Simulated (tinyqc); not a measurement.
Worked calculation: plane-wave Kohn-Sham cycle with exchange-only LDA in a layered model solid. Computed by tinyqc, a small Python program that keeps every step. Settings: points = 16, plane-wave index or count = 2, electrons = 2, k points = 1, area = 10.0, mixing = 0.1, iteration cap = 59. Command: `OMP_NUM_THREADS=1 python tinyqc.py 23220 23221 out.jsonl` (the two numbers bound the seeds that draw the settings). One thread of a shared host (Intel(R) Xeon(R) Processor @ 2.60GHz), about 0.01 s of CPU time with the checks. Later iterations appear only in the table of the cycle.

## Iteration 1: potential

A solid whose potential varies along x alone (atomic units):
```
parameter,value
period a,6.600000
cross-section of the cell,10.000000
electrons per cell,2
grid points,16
"plane waves -n..n, n",2
k points,1
V1 in V1 cos(2 pi x/a),-0.530000
V2 in V2 cos(4 pi x/a),0.110000
```

density at the start, on the grid x_j = j a/N (e/bohr^3): 0.0303030  0.0303030  0.0303030  0.0303030  0.0303030  0.0303030  0.0303030  0.0303030  0.0303030  0.0303030  0.0303030  0.0303030  0.0303030  0.0303030  0.0303030  0.0303030

V_H(G) = 4 pi rho(G)/G^2 for G != 0 (uniform background); v_x = -(3 rho/pi)^(1/3); V = V_ext + V_H + v_x; Fourier components f(G_m) = (1/N) sum_j f(x_j) exp(-i G_m x_j).

Potentials on the grid (hartree):
```
x,V_ext,V_H,v_x,V
0.00000,-0.42000,0.00000,-0.30701,-0.72701
0.41250,-0.41187,0.00000,-0.30701,-0.71888
0.82500,-0.37477,0.00000,-0.30701,-0.68178
1.23750,-0.28060,0.00000,-0.30701,-0.58761
1.65000,-0.11000,0.00000,-0.30701,-0.41701
2.06250,0.12504,0.00000,-0.30701,-0.18197
2.47500,0.37477,0.00000,-0.30701,0.06776
2.88750,0.56744,0.00000,-0.30701,0.26043
3.30000,0.64000,0.00000,-0.30701,0.33299
3.71250,0.56744,0.00000,-0.30701,0.26043
4.12500,0.37477,0.00000,-0.30701,0.06776
4.53750,0.12504,0.00000,-0.30701,-0.18197
4.95000,-0.11000,0.00000,-0.30701,-0.41701
5.36250,-0.28060,0.00000,-0.30701,-0.58761
5.77500,-0.37477,0.00000,-0.30701,-0.68178
6.18750,-0.41187,0.00000,-0.30701,-0.71888
```

V(G_m), m = 0, 1, 2, ... (hartree): -0.30701  -0.26500  0.05500  0.00000  0.00000

## Iteration 1: Hamiltonian at one k

k = 0.00000 2 pi / a

H(m,m') = (k + G_m)^2/2 delta + V(G_m - G_m'), with V(-G) = V(G).

H (hartree), lower triangle:
```
,-2,-1,+0,+1,+2
-2,1.50559
-1,-0.26500,0.14614
+0,0.05500,-0.26500,-0.30701
+1,0.00000,0.05500,-0.26500,0.14614
+2,0.00000,0.00000,0.05500,-0.26500,1.50559
```

## Iteration 1: levels at that k

Diagonalise the Hermitian matrix.

eigenvalues (hartree): -0.50730  0.04312  0.33737  1.55361  1.56965

## Iteration 1: new density

Motion across x is left out: the lowest 1 band(s) hold two electrons at each of the k points (j + 1/2)/nk - 1/2. Residual R = rho(out) - rho(in); rho(new) = rho(in) + 0.1 R. rho(out) = 2/(a A nk) sum |psi|^2 with psi = sum c exp(i G x). Harris energy E = band energy - dV sum rho (V_H/2 + v_x) + (3/4) dV sum rho v_x with rho(in), dV = a A/N, band energy = (2/nk) sum of the filled levels.

rho(out) (e/bohr^3): 0.0768486  0.0708801  0.0556267  0.0371967  0.0213087  0.0106542  0.0049296  0.0024811  0.0018458  0.0024811  0.0049296  0.0106542  0.0213087  0.0371967  0.0556267  0.0708801

density after iteration 1 (e/bohr^3): 0.0349576  0.0343607  0.0328354  0.0309924  0.0294036  0.0283382  0.0277657  0.0275208  0.0274573  0.0275208  0.0277657  0.0283382  0.0294036  0.0309924  0.0328354  0.0343607

energy per cell = -0.8610909 hartree

## Iteration 2: potential

As before.

Potentials on the grid (hartree):
```
x,V_ext,V_H,v_x,V
0.00000,-0.42000,0.05411,-0.32199,-0.68788
0.41250,-0.41187,0.04924,-0.32014,-0.68278
0.82500,-0.37477,0.03587,-0.31533,-0.65424
1.23750,-0.28060,0.01713,-0.30932,-0.57279
1.65000,-0.11000,-0.00312,-0.30394,-0.41707
2.06250,0.12504,-0.02155,-0.30023,-0.19674
2.47500,0.37477,-0.03587,-0.29819,0.04071
2.88750,0.56744,-0.04482,-0.29731,0.22531
3.30000,0.64000,-0.04785,-0.29708,0.29507
3.71250,0.56744,-0.04482,-0.29731,0.22531
4.12500,0.37477,-0.03587,-0.29819,0.04071
4.53750,0.12504,-0.02155,-0.30023,-0.19674
4.95000,-0.11000,-0.00312,-0.30394,-0.41707
5.36250,-0.28060,0.01713,-0.30932,-0.57279
5.77500,-0.37477,0.03587,-0.31533,-0.65424
6.18750,-0.41187,0.04924,-0.32014,-0.68278
```

V(G_m), m = 0, 1, 2, ... (hartree): -0.30675  -0.24572  0.05517  -0.00002  0.00001

## Iteration 2: Hamiltonian at one k

k = 0.00000 2 pi / a

As before.

H (hartree), lower triangle:
```
,-2,-1,+0,+1,+2
-2,1.50585
-1,-0.24572,0.14640
+0,0.05517,-0.24572,-0.30675
+1,-0.00002,0.05517,-0.24572,0.14640
+2,0.00001,-0.00002,0.05517,-0.24572,1.50585
```

## Iteration 2: levels at that k

As before.

eigenvalues (hartree): -0.48402  0.04978  0.32329  1.54730  1.56141

## Iteration 2: new density

As before.

rho(out) (e/bohr^3): 0.0744387  0.0690010  0.0549638  0.0376609  0.0222996  0.0116063  0.0056136  0.0029439  0.0022316  0.0029439  0.0056136  0.0116063  0.0222996  0.0376609  0.0549638  0.0690010

density after iteration 2 (e/bohr^3): 0.0389057  0.0378248  0.0350482  0.0316592  0.0286932  0.0266650  0.0255505  0.0250631  0.0249347  0.0250631  0.0255505  0.0266650  0.0286932  0.0316592  0.0350482  0.0378248

energy per cell = -0.8174002 hartree

## Convergence

Stop when sqrt(dV sum R^2) is below 1e-8, dV = a A/N.

Course of the cycle:
```
iteration,E (hartree),norm of the residual
1,-0.8610909,2.17e-01
2,-0.8174002,1.87e-01
3,-0.7844239,1.61e-01
4,-0.7598885,1.38e-01
5,-0.7418578,1.18e-01
6,-0.7287501,9.98e-02
7,-0.7193113,8.46e-02
8,-0.7125703,7.16e-02
9,-0.7077902,6.04e-02
10,-0.7044213,5.10e-02
11,-0.7020592,4.31e-02
...,...,...
49,-0.6967288,4.55e-04
50,-0.6967288,4.11e-04
51,-0.6967288,3.71e-04
52,-0.6967288,3.35e-04
53,-0.6967288,3.03e-04
54,-0.6967288,2.73e-04
55,-0.6967288,2.47e-04
56,-0.6967288,2.23e-04
57,-0.6967288,2.01e-04
58,-0.6967288,1.81e-04
59,-0.6967288,1.64e-04
```

Not converged within 59 iterations: the residual falls steadily but slowly, by a factor of about 0.90 a step. Reruns (cap 100 unless said): mixing 0.5, Kerker q0 1.0: converged in 42 (E = -0.69673); mixing 0.3, Pulay depth 5: converged in 10 (E = -0.69673); the original settings with a cap of 400: converged in 153 (E = -0.69673).
